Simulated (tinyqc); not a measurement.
Van der Pauw, Hall and four-point-probe measurements on a doped layer: one step of the calculation.

A uniform n-type layer with sheet resistance Rs = 1/(q ns mu), point contacts, low field (mu B small).

Problem. New z. The van der Pauw equation exp(-pi RA z) + exp(-pi RB z) = 1 is solved for z = 1/Rs: e1 = exp(-pi RA z), e2 = exp(-pi RB z), f = e1 + e2 - 1, f' = -pi (RA e1 + RB e2), z(new) = z - f/f'.

z after iteration 1 = 47.891079 mS
RA = 2.5226579 ohm
RB = 7.6130046 ohm

Wanted: e1; e2; f; f'; z after iteration 2.

Solution.

e1 = 0.6842
e2 = 0.3181
f = 0.002267
f' = -0.01303 kohm
z after iteration 2 = 48.07 mS

Numbers from tinyqc (`OMP_NUM_THREADS=1 python tinyqc.py 2850196 2850197 out.jsonl`; about 0.01 s on one thread of a shared Intel Xeon 2.30GHz).
